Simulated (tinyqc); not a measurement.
Elastic strain and critical thickness of a cubic alloy layer A(1-x)B(x) on a thick substrate: one step, computed by the program tinyqc.

Strain is positive in tension. The layer is coherent with the substrate unless said otherwise.

Task: Isotropic constants and the prefactor A. Voigt averages: G = (C11 - C12 + 3 C44)/5, B = (C11 + 2 C12)/3, nu = (3 B - 2 G)/(2 (3 B + G)); b = a/sqrt(2). The 60-degree dislocation has cos alpha = 1/2, and cos lambda = sqrt(3)/6 on (111), for glide on an inclined {111} plane. Matthews-Blakeslee: h_c = A [ln(h_c/b) + 1], A = b (1 - nu cos^2 alpha)/(8 pi |f| (1 + nu) cos lambda), the factor 8 pi being that of an uncapped layer.

Growth plane: (111). Layer: uncapped. Misfit dislocation: 60-degree.

elastic constants (GPa): C11 113.9985, C12 54.4420, C44 57.6690

free lattice constant a = 5.71945 angstrom

misfit f = -0.01039436

Give: shear modulus G; Poisson ratio nu; Burgers vector b; prefactor A.

Result:

shear modulus G = 46.5127 GPa

Poisson ratio nu = 0.2410

Burgers vector b = 0.4044 nm

prefactor A = 4.061 nm
